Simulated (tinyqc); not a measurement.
On-chip power grid, static voltage drop by conjugate gradients: one step of the calculation.

A grid of 4 rows and 3 columns, node k = 3 row + column. Neighbours in a row are joined by Rx, in a column by Ry; pad nodes, which reach the supply through Rp: 0, 2, 9, 11. Each node draws I0, node 3 draws kh I0. The drops u = Vdd - V solve G u = i, with G the conductance matrix (1/Rp added on the diagonal at pad nodes).

Problem. Diagonal of G, loads and first direction. G_kk = sum of the conductances at node k. Start u = 0, so the residual is r = i; z = r/G_kk (Jacobi preconditioner), p = z.

Parameters, values chosen for the exercise: resistance of a horizontal segment Rx = 0.34 ohm; resistance of a vertical segment Ry = 1.7 ohm; resistance from a pad node to the supply Rp = 0.05 ohm; load current of an ordinary node I0 = 2.3 mA; factor on the load at the hot node kh = 8.

Give: G_kk; r at the start; p at the start.

Solution.

G_kk (S):
```
	col 0	col 1	col 2
row 0	23.53	6.471	23.53
row 1	4.118	7.059	4.118
row 2	4.118	7.059	4.118
row 3	23.53	6.471	23.53
```

r at the start (mA):
```
	col 0	col 1	col 2
row 0	2.300	2.300	2.300
row 1	18.40	2.300	2.300
row 2	2.300	2.300	2.300
row 3	2.300	2.300	2.300
```

p at the start (mV):
```
	col 0	col 1	col 2
row 0	0.09775	0.3555	0.09775
row 1	4.469	0.3258	0.5586
row 2	0.5586	0.3258	0.5586
row 3	0.09775	0.3555	0.09775
```

Numbers from tinyqc (`OMP_NUM_THREADS=1 python tinyqc.py 2770230 2770231 out.jsonl`; about 0.1 s on one thread of a shared Intel Xeon 2.30GHz).
